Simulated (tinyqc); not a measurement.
Undoped symmetric double-gate MOSFET, analytic potential model: one step of the calculation.

An undoped body of thickness ts between two equal insulators and tied gates; long channel, electrons only, n = ni exp((psi - V)/Vt) with V the quasi-Fermi potential (0 at the source, Vd at the drain), constant mobility, no quantisation. Across the body psi(x) = V - 2 Vt ln[(ts/(2 beta)) sqrt(q ni/(2 eps0 eps_r Vt)) cos(2 beta x/ts)], x from the centre. Q is the electron charge per area of the whole body.

Question. Charges and drain current. beta (between 0 and pi/2) solves (Vg - V0 - V)/(2 Vt) = ln(beta) - ln(cos beta) + 2 r beta tan(beta). Q = 8 eps0 eps_r Vt beta tan(beta)/ts; I = mu (1/L)(4 eps0 eps_r/ts)(2 Vt)^2 [g(beta_s) - g(beta_d)] per width, g = beta tan(beta) - beta^2/2 + r beta^2 tan^2(beta), with beta_s at V = 0 and beta_d at V = Vd.

Inputs (values chosen for the exercise); material values close to those of gallium arsenide: temperature T = 273 K; relative permittivity of the semiconductor eps_r = 13; body thickness ts = 12 nm; channel mobility mu = 210 cm^2/(V s); gate length L = 0.2 um; drain voltage Vd = 0.1 V.

Constants: q = 1.602176634e-19 C, kB = 1.380649e-23 J/K, Vt = kB T/q, eps0 = 8.8541878128e-14 F/cm where lengths are in cm. Results are converted to the units shown.

beta_s = 1.2583563
beta_d = 1.1715736
r = 0.81318914

Wanted: Qs; Qd; g(beta_s); g(beta_d); I.

Answer.

Qs = 703.3 nC/cm^2
Qd = 501.3 nC/cm^2
g(beta_s) = 15.44
g(beta_d) = 8.362
I = 63.17 uA/um

The term r beta^2 tan^2(beta), which gives the square law, makes up 79.9 % of g at the source.

Numbers from tinyqc (`OMP_NUM_THREADS=1 python tinyqc.py 2440051 2440052 out.jsonl`; about 0.01 s on one thread of a shared Intel Xeon 2.30GHz).
